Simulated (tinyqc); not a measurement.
Hubbard chain of 6 sites, step by step. One step of it, computed by the program tinyqc.

Problem. Mean-field iteration 1. H(up) = T + U n(down), H(down) = T + U n(up); fill the lowest levels; n(new) = n + mixing (n(out) - n); E = tr T (rho up + rho down) + U sum n_up n_down of the output.

one-body matrix (hopping and site energies) (eV):
```
           1          2          3          4          5          6
1  -0.190000  -0.620000   0.000000   0.000000   0.000000   0.000000
2  -0.620000   0.140000  -0.620000   0.000000   0.000000   0.000000
3   0.000000  -0.620000   0.470000  -0.620000   0.000000   0.000000
4   0.000000   0.000000  -0.620000   0.160000  -0.620000   0.000000
5   0.000000   0.000000   0.000000  -0.620000   0.310000  -0.620000
6   0.000000   0.000000   0.000000   0.000000  -0.620000   0.110000
```

U = 9.400000 eV

electrons, up and down: 4  3

mixing = 1

n(up) at the start (a guess, not normalised): 1 0.967000, 2 0.367000, 3 0.967000, 4 0.367000, 5 0.967000, 6 0.367000

n(down) at the start (a guess): 1 0.200000, 2 0.800000, 3 0.200000, 4 0.800000, 5 0.200000, 6 0.800000

Give: levels, up; levels, down; energy; n(up) after iteration 1; n(down) after iteration 1.

Solution.

levels, up (eV): 1.620  2.030  2.242  7.660  7.759  7.890

levels, down (eV): 3.389  3.475  3.571  8.964  9.507  9.712

energy = 10.137 eV

n(up) after iteration 1: 1 0.991, 2 0.086, 3 0.976, 4 0.251, 5 0.978, 6 0.718

n(down) after iteration 1: 1 0.013, 2 0.978, 3 0.020, 4 0.980, 5 0.021, 6 0.989
